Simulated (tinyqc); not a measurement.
# Deep-level transient spectroscopy: the DLTS spectrum

Schottky contact on an n-type layer with shallow donors Nd (all ionised) and a donor-like deep trap, neutral when filled and positive when empty; depletion approximation. Traps within lam of the depletion edge stay filled. A long pulse to Vp fills the traps beyond x1 = Wp - lam; back at Vr those between x1 and x2 = Wr - lam emit. A rate window reads S = C(t2) - C(t1).

Emission rate en = sn vth(T) Nc(T) exp(-Et/kB T) = sn g T^2 exp(-Et/kB T), g = vth Nc/(300 K)^2, as vth goes as T^0.5 and Nc as T^1.5 (degeneracy factor 1). lam = sqrt(2 eps0 eps_r (EF - ET)/(q Nd)), EF - ET = Et - (kB T/q) ln(Nc(T)/Nd), Nc(T) = Nc (T/300 K)^1.5. In the steady state at the band bending V, 2 eps0 eps_r V/q = Nd W^2 + Nt (W - lam)^2 (the second term only if W > lam). W(t)^2 = Wr^2 + (Nt/Nd)(x2^2 - x1^2) exp(-en t), C = eps0 eps_r/W; for small Nt, dC/C = -(Nt/2 Nd) G exp(-en t) with G = (x2^2 - x1^2)/Wr^2. For an exponential transient S peaks where en = ew = ln(t2/t1)/(t2 - t1).

Values chosen for this exercise; material values close to those of indium phosphide: relative permittivity eps_r = 12.5; conduction-band density of states at 300 K Nc = 5.62e17 cm^-3; thermal velocity at 300 K vth = 4.3e7 cm/s; shallow donor density Nd = 5.6e15 cm^-3; built-in voltage Vbi = 0.91 V; depth of the trap below the conduction edge Et = 0.58 eV; capture cross-section sn = 1.6e-14 cm^2; trap density Nt = 1.9e14 cm^-3; reverse bias Vr = 8.5 V; reverse bias during the filling pulse Vp = 0 V; first sampling time t1 = 0.2 ms; second sampling time t2 = 0.8 ms.

Constants: q = 1.602176634e-19 C, kB = 1.380649e-23 J/K, eps0 = 8.8541878128e-14 F/cm where lengths are in cm. Results are converted to the units shown.

The DLTS spectrum:

| T (K) | en (1/s) | S (pF/cm^2) |
|---|---|---|
| 294 | 42.40 | 1.788 |
| 305 | 104.2 | 4.277 |
| 317 | 259.5 | 9.920 |
| 328 | 566.3 | 18.76 |
| 340 | 1255 | 30.32 |
| 351 | 2488 | 35.04 |
| 362 | 4739 | 27.37 |
| 374 | 9186 | 11.98 |
| 385 | 1.628e4 | 2.929 |
| 397 | 2.936e4 | 0.2149 |
| 408 | 4.898e4 | 0.004264 |
| 420 | 8.315e4 | 4.604e-6 |

S goes from 1.79 through a maximum of 35.0 (at T = 351 K among the rows listed) to 4.60e-6 pF/cm^2; en equals ew = 2310 1/s at 349.8 K. Colder, the trap has hardly emitted by t2; warmer, it is empty before t1. Rows above half of the largest S span 328 to 362 K.

Numbers from tinyqc (`OMP_NUM_THREADS=1 python tinyqc.py 2050083 2050084 out.jsonl`; about 0.01 s on one thread of a shared Intel Xeon 2.30GHz).
